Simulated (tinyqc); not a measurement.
Inside a calculation: model-solid line-up of a strained alloy layer on a substrate. Values are carried at full precision from step to step, so a last printed digit may differ when a step is redone from the rounded ones.

All values of the alloy are linear in x but the gap, Eg(x) = (1 - x) Eg_A + x Eg_B - C x (1 - x), and the valence edge, Ev(x) = (1 - x) Ev_A + x Ev_B + fv C x (1 - x); Ec = Ev + Eg. Ev is the top of the unstrained valence band on a scale common to all materials. In the layer only the Gamma valley of the conduction band is followed, also where an X or L valley would lie lower.

Values chosen for the exercise (A near InAs, B near InSb, substrate near GaSb; the results hold for these values, not for the real material): a = (6.057, 6.484) angstrom (lattice constant of A, B); Eg = (0.418, 0.237) eV (gap at Gamma to the s-like level of A, B); Dso = (0.384, 0.806) eV (spin-orbit splitting of A, B); Ev = (-0.6, 0) eV (top of the unstrained valence band of A, B); ac = (-5.14, -7.01) eV (conduction deformation potential of A, B); av = (1.01, 0.35) eV (valence hydrostatic potential of A, B); b = (-1.77, -2.03) eV (tetragonal shear potential of A, B); d = (-3.61, -4.64) eV (trigonal shear potential of A, B); C11 = (82.7, 69.4) GPa (of A, B); C12 = (45.6, 37.2) GPa (of A, B); C44 = (39.8, 31.5) GPa (of A, B); C = 0.77 eV (bowing of the gap); fv = 0.7 (share of the bowing taken by the valence edge); x = 0.06 (fraction of B); a_s = 6.101 angstrom (substrate); face = 111 (growth face); Eg_s = 0.804 eV (lowest gap of the substrate); Ev_s = -0.03 eV (substrate valence edge); e14 = -0.044 C/m^2 (piezoelectric constant of the layer); eps = 12.5 (dielectric constant); Lw = 8 nm (thickness of the layer).

## Values of the alloy

Interpolate.

Alloy at x (a in angstrom, C11, C12, C44 in GPa, all else in eV):
```
symbol    value
a        6.0826
Eg       0.3637
Dso      0.4093
Ev      -0.5336
ac      -5.2522
av       0.9704
b       -1.7856
d       -3.6718
C11     81.9020
C12     45.0960
C44     39.3020
```

## Strain on the (111) substrate

Coherent growth on a (111) face: e_par = (a_s - a)/a, e_perp = -(2 C11 + 4 C12 - 4 C44)/(C11 + 2 C12 + 4 C44) e_par; exx = eyy = ezz = (2 e_par + e_perp)/3 and exy = eyz = ezx = (e_perp - e_par)/3.

Use the values of the alloy.

e_par = 0.003022
e_perp = -0.001716

strain tensor in the cubic axes:
```
           x          y          z
x   0.001443  -0.001579  -0.001579
y  -0.001579   0.001443  -0.001579
z  -0.001579  -0.001579   0.001443
```

The layer is under tension in the plane; its volume changes by +0.433 %.

## Strained band edges

Strained edges: Ec + ac tr(e); the valence edges are Ev plus the levels of the 6 x 6 matrix of X, Y, Z times spin with -Dso/3 + l exx + m (eyy + ezz) on the diagonal (cyclic), n exy off it, l = av + 2 b, m = av - b, n = sqrt(3) d. Spin-orbit term (Dso/3) L.sigma on X, Y, Z with (L_k)_ij = -i epsilon_kij: <X+|H|Y+> = -i Dso/3, <X+|H|Z-> = Dso/3, <Y+|H|Z-> = -i Dso/3, <Z+|H|X-> = -Dso/3, <Z+|H|Y-> = i Dso/3, <X-|H|Y-> = i Dso/3, and their conjugates; + and - are the spin along z.

Give the hydrostatic shifts, the strain block and the edges.

ac tr(e), av tr(e) (eV): -0.0227  0.0042

strain block (eV), lower triangle:
```
        X       Y       Z
X  0.0042
Y  0.0100  0.0042
Z  0.0100  0.0100  0.0042
```

Ec and the three valence edges from the top (eV): -0.1926  -0.5189  -0.5394  -0.9392

strained gap = 0.3263 eV

Strain moves the gap by -37 meV: -27 meV from the volume and -11 meV from the splitting of the valence edge, which always raises the top.

## Offsets against the substrate material

dEc = Ec(substrate) - Ec(layer), dEv = Ev(layer) - Ev(substrate); positive values confine the carrier in the layer. Type I: both of one sign; type II: opposite signs; type III: the gaps do not overlap.

Give also the smallest gap across the interface, min Ec - max Ev.

dEc = 0.9666 eV
dEv = -0.4889 eV

type: III

smallest gap = -0.1626 eV

The conduction edge of one side lies below the valence edge of the other, so electrons transfer across the interface.

## Piezoelectric polarisation

P_x = 2 e14 eyz and cyclic. The field along the normal n of the (111) face is -P.n/(eps eps0) in a layer between thick unstrained barriers, eps0 = 8.8541878e-12 F/m; 1 kV/cm = 1e5 V/m.

P (C/m^2): 0.000139  0.000139  0.000139

P.n = 0.000241 C/m^2
field along n = -21.7 kV/cm
potential drop across the layer = 17.4 mV

The drop of 17 meV tilts both band edges, pulls electrons and holes to opposite faces and lowers the transition; a (001) layer has no shear and no such field.

(tinyqc, `OMP_NUM_THREADS=1 python tinyqc.py 1050845 1050846 out.jsonl`, Intel(R) Xeon(R) Processor @ 2.30GHz, 1 thread, shared host, about 0.01 s.)
